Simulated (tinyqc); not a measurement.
# Worked calculation: punch-through p+-n junction, ionisation integral and breakdown

Numbers from tinyqc (`OMP_NUM_THREADS=1 python tinyqc.py 2120109 2120110 out.jsonl`; about 0.06 s on one thread of a shared Intel Xeon 2.30GHz). Printed values are rounded.

A p+ layer at x < 0 and an n drift layer from x = 0 to L on an n+ substrate. Depletion approximation, built-in voltage neglected. Local ionisation coefficients alpha_n = an exp(-(bn/E)^mx), alpha_p = ap exp(-(bp/E)^mx). Electrons move towards +x, holes towards x = 0.

Values chosen for this exercise; material values close to those of silicon:

| symbol | value | unit | meaning |
|---|---|---|---|
| eps_r | 11.9 |  | relative permittivity |
| an | 6.83e5 | 1/cm | prefactor of the electron ionisation coefficient |
| bn | 1.15e6 | V/cm | field constant for electrons |
| ap | 1.69e6 | 1/cm | prefactor of the hole ionisation coefficient |
| bp | 1.95e6 | V/cm | field constant for holes |
| mx | 1 |  | exponent |
| N | 6.8e16 | cm^-3 | donor density of the drift layer |
| L | 0.27 | um | thickness of the drift layer |
| V | 8.82 | V | reverse voltage |
| fr | 1 |  | share of the depleted width that the grid covers |

Constants: q = 1.602176634e-19 C, eps0 = 8.8541878128e-14 F/cm where lengths are in cm. Results are converted to the units shown.

Range of the model: Breakdown comes at under 28 V, so the built-in voltage left out is a few per cent of it or more. The depleted width at breakdown is under 0.5 um, where dead space and tunnelling make the local model unreliable.

## Field and ionisation coefficients on a grid

W = sqrt(2 eps0 eps_r V/(q N)), peak field E0 = q N W/(eps0 eps_r), falling linearly to 0 at W; if W > L the layer is punched through: W = L, E0 = V/L + q N L/(2 eps0 eps_r), falling linearly to E1 = V/L - q N L/(2 eps0 eps_r). Grid: 14 equal steps from 0 to fr W.

W = 0.27 um

```
point    x (um)  E (kV/cm)  alpha_n (1/cm)  alpha_p (1/cm)
0      0.000000    466.258         57977.1         25796.7
1      0.019286    446.316         51927.3         21399.8
2      0.038571    426.375         46031.9         17444.8
3      0.057857    406.433         40326.1         13938.4
4      0.077143    386.491         34848.4         10881.8
5      0.096429    366.550         29640.2         8269.77
6      0.115714    346.608         24745.1         6089.31
7      0.135000    326.667         20208.2         4319.31
8      0.154286    306.725         16074.1         2929.99
9      0.173571    286.784         12385.2         1883.12
10     0.192857    266.842         9178.17         1132.91
11     0.212143    246.900         6480.17         627.860
12     0.231429    226.959         4303.79         313.680
13     0.250714    207.017         2641.65         137.103
14     0.270000    187.076         1461.19         50.2319
```

## Ionisation integrals by the trapezoid rule

G(x) = integral from 0 to x of (alpha_n - alpha_p); I_n = integral of alpha_n exp(-G) (electrons injected at x = 0), I_p = integral of alpha_p exp(G(end) - G) (holes injected at the far edge); M = 1/(1 - I). All integrals by the trapezoid rule on the grid.

```
point         G  alpha_n exp(-G) (1e4 1/cm)
0      0.000000                     5.79771
1      0.060468                     4.88804
2      0.117472                     4.09300
3      0.170483                     3.40053
4      0.219039                     2.79934
5      0.262757                     2.27912
6      0.301354                     1.83068
7      0.334665                     1.44605
8      0.362661                     1.11847
9      0.385463                     0.84236
10     0.403348                     0.61318
11     0.416749                     0.42716
12     0.426240                     0.28102
13     0.432502                     0.17141
14     0.436278                     0.09446
```

I_n = 0.523346
I_p = 0.261952
M_n = 2.09796
M_p = 1.35492

A grid of 1500 steps over the whole width gives I_n = 0.5218 and I_p = 0.2604; the coarse I_n is 0.29 % above and the coarse I_p 0.61 % above those values. Electrons multiply more: on this coarse grid M - 1 is 3.09 times as large for them.

## Breakdown voltage by secant steps

G(x) = integral from 0 to x of (alpha_n - alpha_p); I_n = integral of alpha_n exp(-G) (electrons injected at x = 0), I_p = integral of alpha_p exp(G(end) - G) (holes injected at the far edge); M = 1/(1 - I). Secant steps on ln I_n(V) = 0 with the integrals on a fine grid (1500 steps), from the points V = 8.66 and 10.7 V; stop when the step is below 1e-7 of V.

Course of the iteration:
```
step    V (V)       I_n  change of V (V)
1        10.7  0.816247            0.842
2     11.5415  0.961466            0.202
3     11.7435  0.997527           0.0136
4     11.7571  0.999969          1.70e-4
5     11.7573   1.00000          1.32e-7
```

Breakdown at 11.757 V, with a peak field of 575.0 kV/cm and W = 0.2700 um. The integral for holes reaches 1 at the same voltage.
